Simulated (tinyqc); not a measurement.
How many bands a k.p model needs: band 5 from Gamma to L: k.p theory built from an empirical-pseudopotential calculation at Gamma.

Empirical pseudopotential on the fcc lattice, atoms at +/- tau, tau = a (1,1,1)/8, no spin-orbit coupling. H(G,G') = c (2 pi/a)^2 |k + G|^2 delta + VS(q) cos(q.tau) + i VA(q) sin(q.tau), q = G - G', c = hbar^2/2m0; k and G in units of 2 pi/a; VS at |q|^2 = 3, 8, 11 and VA at 3, 4, 11, in rydberg, zero elsewhere. The basis is fixed: all 89 G with |G|^2 up to Gcut. Energies are counted from the fourth level at Gamma.

k.p in the lowest n states at Gamma: H_nm = (E_n + c k^2) delta + 2 c k.<n|G|m>, k in 1/angstrom; with all states of the basis it is exact.

Constants: hbar^2/2m0 = 3.80998211 eV angstrom^2; Ry = 13.60569312 eV.

Values chosen for the exercise (near those of Ge; the results hold for these values, not for the real material):
```
symbol  value                  unit        meaning
a       5.65                   angstrom    lattice constant
VS      (-0.225, 0.009, 0.06)  Ry          symmetric form factors
VA      (0, 0, 0)              Ry          antisymmetric form factors
Gcut    19                     (2 pi/a)^2  largest |G|^2 of the fixed basis
```

Band 5 (counted from below) at k = f (0.5, 0.5, 0.5) 2 pi/a; n ends on whole multiplets.

Energies (eV):
```
f      n = 8  n = 15  n = 27  n = 89 (exact)
0.000  1.225   1.225   1.225           1.225
0.125  1.762   1.743   1.742           1.742
0.250  2.314   1.982   1.977           1.976
0.375  2.752   1.771   1.759           1.756
0.500  3.227   1.486   1.467           1.460
0.625  3.791   1.242   1.212           1.202
0.750  4.463   1.068   1.025           1.009
0.875  5.247   0.974   0.915           0.891
1.000  6.147   0.965   0.883           0.852
```

What does the comparison show?

With n = 8 the band stays within 0.05 eV of the exact one up to f = 0.125 (error at L: +5.295 eV). With n = 15 the band stays within 0.05 eV of the exact one up to f = 0.625 (error at L: +0.113 eV). With n = 27 the band stays within 0.05 eV of the exact one over the whole line (error at L: +0.032 eV). A smaller basis can only raise a level. The exact band has its minimum on these points at f = 1.000; n = 8 puts it at f = 0.000.

tinyqc: `OMP_NUM_THREADS=1 python tinyqc.py 1080619 1080620 out.jsonl`; about 0.5 s, one thread, shared Intel(R) Xeon(R) Processor @ 2.30GHz.
